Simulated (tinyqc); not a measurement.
What each parameter of the potential does: deformation potentials from a strained empirical pseudopotential.

Diamond lattice, no spin-orbit coupling. Atomic form factor V(q) = a1 (q^2 - a2)/(a3 exp(a4 q^2) - 1) in rydberg with q in 1/bohr, for the unstrained cell. Under a strain e the reciprocal vectors and k go over into (1 + e)^(-1) G, the atoms sit at +/- tau with tau = (1 + e) a (1,1,1)/8 - zeta a (eyz, ezx, exy)/4, and H(G,G') = c |k + G|^2 delta + (V(q)/det(1 + e)) cos(q.tau), q = G - G', with the term q = 0 left out; c = hbar^2/2m0. The basis is fixed before straining: all G with |k + G|^2 up to 16 (2 pi/a)^2. k is given in units of 2 pi/a of the unstrained cell.

Constants: hbar^2/2m0 = 3.80998211 eV angstrom^2; Ry = 13.60569312 eV; a0 (Bohr radius) = 0.5291772105 angstrom.

Values chosen for the exercise (a germanium-sized cell with gaps well above those of Ge; not measured data):
- a = 5.669 angstrom (lattice constant)
- a1 = 0.403
- a2 = 2.429
- a3 = 2.053
- a4 = 0.453
- kD = 0.81 2 pi/a (position of the Delta minimum)

Gaps from the valence top to level 5 at Gamma and level 5 at (kD,0,0) and L, and their deformation potentials [E(+h) - E(-h)]/(3 ln((1 + h)/(1 - h))) for e = +/- h 1, h = 0.002. The row for the lattice constant keeps V(q) without the volume factor, so it is not a strain.

One parameter was then changed.

Results before and after:
```
case,Gamma (eV),Delta (eV),L (eV),potential Gamma (eV),potential Delta (eV),potential L (eV)
base,1.601,1.490,1.266,-9.19,0.66,-3.08
changed,1.805,1.249,1.210,-9.00,0.98,-2.87
```

Which of these changes was made? (a) a1 = 0.399; (b) a = 5.612 angstrom; (c) a4 = 0.448; (d) a2 = 2.453; (e) a3 = 2.074.

Answer: (b) a = 5.612 angstrom. Of the candidates, run in turn, only this one gives the changed row.

All candidates:
```
case,Gamma (eV),Delta (eV),L (eV),potential Gamma (eV),potential Delta (eV),potential L (eV)
base,1.601,1.490,1.266,-9.19,0.66,-3.08
a = 5.612 angstrom,1.805,1.249,1.210,-9.00,0.98,-2.87
a1 = 0.399,1.579,1.419,1.218,-9.11,0.70,-3.04
a2 = 2.453,1.458,1.552,1.248,-9.24,0.59,-3.12
a3 = 2.074,1.580,1.391,1.203,-9.09,0.69,-3.04
a4 = 0.448,1.664,1.566,1.329,-9.34,0.57,-3.18
```

tinyqc: `OMP_NUM_THREADS=1 python tinyqc.py 1880763 1880764 out.jsonl`; about 0.2 s, one thread, shared Intel(R) Xeon(R) Processor @ 2.30GHz.
